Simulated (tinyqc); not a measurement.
Deformation-potential model of the X valleys of a conduction band: one step. Strain from a uniaxial [001] stress.

s11 = (C11 + C12)/((C11 - C12)(C11 + 2 C12)), s12 = -C12/((C11 - C12)(C11 + 2 C12)), s44 = 1/C44; exx = s11 sxx + s12 (syy + szz) and cyclic, exy = s44 sxy/2; tension is positive. A uniaxial stress X along the unit vector n is s_ij = X n_i n_j.

Parameters, chosen for this exercise (near those of AlAs; shifted at random, so the results belong to these values and not to a real crystal): C11 = 127.4 GPa; C12 = 51.9 GPa; C44 = 53.8 GPa; load = uniaxial [001] (kind of stress); X = 0.6 GPa (stress).

Question. Form the compliances and the strain.

Give: s11, s12, s44; strain tensor.

Answer.

s11, s12, s44 (1/TPa): 10.2718  -2.9733  18.5874

strain tensor:
```
           x          y         z
x  -0.001784   0.000000  0.000000
y   0.000000  -0.001784  0.000000
z   0.000000   0.000000  0.006163
```

Program tinyqc; command `OMP_NUM_THREADS=1 python tinyqc.py 1050015 1050016 out.jsonl`; about 0.01 s on one thread of a shared Intel(R) Xeon(R) Processor @ 2.30GHz.
